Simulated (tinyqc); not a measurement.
Out-diffusion of a doped substrate or buried layer into a growing epitaxial film: one step, computed by the program tinyqc.

x is counted from the original substrate surface into the film, whose surface moves as x = v t. Substrate dopant has one diffusivity; the dopant of the film is taken as uniform.

Question. Transition width. After growth and the later budget: l2 = 2 sqrt(D t + (Dt)2); C(x) = (C_s/2) erfc(x/l2) + share x C_s exp(-x/decay length) for x > 0 (autodoping taken as unchanged by the later budget). The transition x_t solves C(x) = C_e, where the total doping is twice the intended value. Usable film = d - x_t. Also give x_t for the erfc term alone, after growth and after the later budget.

Inputs (values chosen for the exercise, modelled on boron in silicon): substrate concentration C_s = 2.1e+19 1/cm^3; film doping C_e = 1.4e+15 1/cm^3; film thickness d = 3.5 um; growth temperature T = 1175 C; autodoping level at the start, as a share of C_s = 0.001; decay length of autodoping = 0.24 um; later thermal budget (Dt)2 = 3.3e-11 cm^2.

Film doping: same type as the substrate.

length l = 0.1770938 um

Give: length l2; x_t after growth, erfc alone; x_t after the later budget, erfc alone; x_t with autodoping; usable film.

Answer.

length l2 = 0.2111 um

x_t after growth, erfc alone = 0.4784 um

x_t after the later budget, erfc alone = 0.5702 um

x_t with autodoping = 0.6653 um

usable film = 2.835 um

Solid-state diffusion sets the transition. The later budget is 0.42 times that of the growth. Caution: the substrate doping is comparable to or above the intrinsic density at growth temperature, so the diffusivity may be higher on that side.
